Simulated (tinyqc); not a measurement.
Strength of the attraction: Bethe-Salpeter matrix of a two-band chain (Tamm-Dancoff form).

One valence and one conduction band, lattice period 1, mesh k = 2 pi j/N. Pair energies D(k) = Eg + 2 t sum(1 - cos k), t = tc + tv. Screened attraction W(R) = U at R = 0 and V/|R| otherwise, R over the N cells with the nearest image; W(q) = sum_R W(R) cos(q R). H(k, k') = D(k) delta - W(k - k')/Nk + 2 J/Nk for singlets (J = 0 for triplets), Nk the number of k points. With a constant transition dipole the strength of a state is f = (sum_k A_k)^2/Nk, and the f sum to 1.

Parameters, chosen for this exercise:
```
symbol  value                            unit  meaning
Eg      4.3                              eV    quasiparticle gap
tc      0.14                             eV    conduction hopping
tv      0.17                             eV    valence hopping
U       1.95                             eV    attraction in the same cell
V       0                                eV    attraction at one cell distance
fs      (0.2, 0.4, 0.7, 1, 1.4, 2, 2.6)        scale factors of U and V
```

Triplets, N = 100; U and V scaled together, as weaker screening would do. f is the weight at R = 0. For V = 0 the infinite chain has binding sqrt(4 t^2 + U^2) - 2t and f = U/sqrt(4 t^2 + U^2), t = tc + tv.

Results:
```
scale,U/t,binding (eV),f,Eg - second level (eV),contact formula (eV)
0.20,1.26,0.1125,0.532,-0.0003,0.1125
0.40,2.52,0.3764,0.783,-0.0003,0.3764
0.70,4.40,0.8792,0.910,-0.0003,0.8792
1.0,6.29,1.4262,0.953,-0.0003,1.4262
1.4,8.81,2.1795,0.975,-0.0003,2.1795
2.0,12.58,3.3290,0.988,-0.0003,3.3290
2.6,16.35,4.4878,0.993,-0.0003,4.4878
```

The binding grows with exponent 1.74 between scales 0.2 and 0.4 and 1.14 over the last two rows (for a weak contact attraction 2 in a chain and larger in a plane, where it binds exponentially weakly, 1 for a pair held in one cell). f rises from 0.532 to 0.993. On this mesh no second level lies below the gap. The binding exceeds Eg in the rows from scale 2.6 on, where the ground state itself would be unstable. 

Computed by tinyqc, a small Python program: `OMP_NUM_THREADS=1 python tinyqc.py 1282652 1282653 out.jsonl` (the numbers bound the seed that draws the inputs); one thread of a shared host (Intel(R) Xeon(R) Processor @ 2.30GHz), about 0.2 s for the whole set of steps.
